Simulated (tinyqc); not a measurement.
Worked calculation: exchange-split free-electron bands and tunnelling magnetoresistance. Values are carried at full precision from step to step, so a last printed digit may differ when a step is redone from the rounded ones.

Majority and minority bands E = c k^2/m -/+ Dx/2, c = hbar^2/2m0, so k_up = sqrt(m (EF + Dx/2)/c), k_dn = sqrt(m (EF - Dx/2)/c); n_s = k_s^3/(6 pi^2), D_s = m k_s/(4 pi^2 c).

Constants: hbar^2/2m0 = 3.80998211 eV angstrom^2.

Parameters, chosen for this exercise: EF = 5.24 eV (Fermi energy above the mean band bottom); Dx = 4.74 eV (exchange splitting); m = 1.35 m0 (mass in the electrodes); mb = 0.76 m0 (mass in the barrier); phi = 0.85 eV (barrier height above EF); d = 12.4 angstrom (barrier thickness).

## The two Fermi spheres

Give k_s, n_s, D_s, the moment per electron (n_up - n_dn)/n and three polarisations: of D, of D v and of D v^2 (v proportional to k).

k_up, k_dn (1/angstrom): [1.6421, 1.0084]

n_up, n_dn (1/angstrom^3): [0.07477, 0.01732]

D_up, D_dn (1/(eV angstrom^3)): [0.01474, 0.00905]

moment per electron = 0.6239 muB

polarisations: D 0.2391, D v 0.4523, D v^2 0.6239

The three numbers differ although they describe one band structure: each probe (density of states, ballistic current, diffusive current) weights the velocity differently.

## Transmissions

Barrier: kappa = sqrt(mb phi/c), c = hbar^2/2m0. With a = k1/m, b = k2/m, w = kappa/mb, the transmission at normal incidence is T(k1, k2) = 4 a b w^2/[w^2 (a + b)^2 + (w^2 + a^2)(w^2 + b^2) sinh^2(kappa d)]. Parallel: G_P = T(up, up) + T(dn, dn); antiparallel: G_AP = 2 T(up, dn); TMR = (G_P - G_AP)/G_AP. Julliere: TMR = 2 P^2/(1 - P^2). Slonczewski factor: P_eff = P_k (w^2 - a_up a_dn)/(w^2 + a_up a_dn), P_k = (k_up - k_dn)/(k_up + k_dn).

Evaluate kappa and the three T.

kappa = 0.4118 1/angstrom
kappa d = 5.106

T: up-up 8.119e-05, dn-dn 0.0001327, up-dn 0.0001038

The minority channel transmits more, by a factor 1.64; the common factor exp(-2 kappa d) is 3.67e-05.

## Magnetoresistance

From the T, and from the Julliere formula with P_k and with P_eff.

TMR from T = 3.04 %
P_k = 0.2391
P_eff = -0.1223
Julliere with P_k = 12.12 %
Julliere with P_eff = 3.04 %

The interface factor is -0.512: it reverses the sign of the tunnelling polarisation. The plain Julliere value lies 9.1 points above the result and the one with P_eff 0.00 points from it. Symmetry filtering in crystalline barriers, which gives far larger values, is outside this model.

## Checks

- TMR of a thick barrier against the Julliere formula with P_eff: both 0.03038.

(tinyqc, `OMP_NUM_THREADS=1 python tinyqc.py 1651416 1651417 out.jsonl`, Intel(R) Xeon(R) Processor @ 2.30GHz, 1 thread, shared host, about 0.01 s.)
